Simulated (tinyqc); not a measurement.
Solubility, supersaturation, precipitation and gettering of an impurity in a silicon-like host: one step, computed by the program tinyqc.

The wafer was saturated at T1 and is then held at T.

Task: Growing precipitates. Growing sinks: with y = r/r_f and y0 = r0/r_f, dy/dt = (1 - y^3)/(3 tau_f y), which integrates to t/tau_f = F(y) - F(y0), F(y) = (1/2) ln[(1 + y + y^2)/(1 - y)^2] - sqrt(3) arctan[(2y + 1)/sqrt(3)]; the share of the excess left is (1 - y^3)/(1 - y0^3), and C(t) = C_eq + (C0 - C_eq) x share.

Inputs (values chosen for the exercise, modelled on copper in silicon):
```
quantity,value,unit
temperature of saturation T1,1275,K
anneal temperature T,890,K
initial sink radius r0,75,nm
anneal time t,1.8,s
```

final radius r_f = 277.3891 nm

tau_f = 0.9000899 s

C_eq(T) = 1.114695e+15 1/cm^3

C0 = 4.428042e+17 1/cm^3

Give: radius at t; share of the excess left; C(t) with growing sinks.

Result:

radius at t = 253.8 nm

share of the excess left = 0.2383

C(t) with growing sinks = 1.064e+17 1/cm^3

76.2 % of the excess has precipitated.
